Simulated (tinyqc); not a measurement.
Spectrum around the optical phonon: single-oscillator infrared dielectric function of a polar cubic crystal. Computed by tinyqc, a small Python program. Command: `OMP_NUM_THREADS=1 python tinyqc.py 3020240 3020241 out.jsonl infrared walk`. One thread of a shared host (Intel(R) Xeon(R) Processor @ 2.30GHz), about 0.01 s of CPU time with the checks.

One ion pair, charges +Z* and -Z*, in a cell of volume Omega = a^3/4. Frequencies omega are given as wavenumbers (1/cm); eps_s is the static dielectric constant.

Inputs (values chosen for the exercise, modelled on gallium phosphide):
```
quantity              value      unit
lattice constant a    5.451  angstrom
mass M_A              69.72         u
mass M_B              30.97         u
omega_TO                371      1/cm
Born charge Z*         1.99         e
eps_inf                9.16         -
phonon damping gamma    2.9      1/cm
```

Structure: zinc blende. Free carriers: absent.

Constants: nu for 1 eV/(angstrom^2 u) = 15.6333042 THz; 1 THz = 33.35640952 1/cm; e^2/(4 pi eps_0) = 14.39964548 eV angstrom.

Method:
- mu = M_A M_B/(M_A + M_B); ionic plasma term W^2 = 4 pi Z*^2 (e^2/(4 pi eps_0))/(Omega mu) in eV/(angstrom^2 u), turned into 1/cm by W = 15.6333042 x 33.35640952 x sqrt(W^2); omega_LO^2 = omega_TO^2 + W^2/eps_inf; eps_s = eps_inf + W^2/omega_TO^2; Szigeti charge 3 Z*/(eps_inf + 2); longitudinal (Callen) charge Z*/eps_inf.
- eps(omega) = eps_inf + W^2/(omega_TO^2 - omega^2 - i gamma omega); n + i k = sqrt(eps) with k >= 0; R = |(n + i k - 1)/(n + i k + 1)|^2 at normal incidence from vacuum.
- The loss function is Im(-1/eps).

omega_LO = 402.666 1/cm

W = 473.722 1/cm

Spectrum:
```
omega (1/cm)   Re eps      Im eps         R  Im(-1/eps)
186            11.338    0.011400   0.29380  8.8683e-05
315            14.998     0.13883   0.34759  6.1711e-04
360            36.606      3.5634   0.51437   0.0026343
371              9.16      208.58   0.81897   0.0047851
379           -27.028      6.6290   0.91588   0.0085597
387           -9.1866      1.6978   0.89765    0.019453
396           -2.5016     0.69842   0.78317     0.10354
403           0.11954     0.42658   0.15269      2.1735
411            1.9961     0.27298  0.031203    0.067254
427            4.1421     0.13905   0.11648   0.0080952
463            6.2361    0.051166   0.18329   0.0013156
604            8.1722   0.0076161   0.23203  1.1404e-04
1010           8.9057  8.4406e-04   0.24803  1.0642e-05
```

What does the comparison show, and why?

R peaks among these rows at 379 per cm with 0.92 and is lowest, 0.031, at 411; far above omega_LO it tends to ((sqrt(eps_inf) - 1)/(sqrt(eps_inf) + 1))^2 = 0.253. Im eps is largest at 371 and the loss function at 403: absorption marks the TO mode and the loss function the LO mode. Re eps is negative in some rows, where R averages 0.87.

Extremes, crossings and ranges named in words are read from the listed rows.
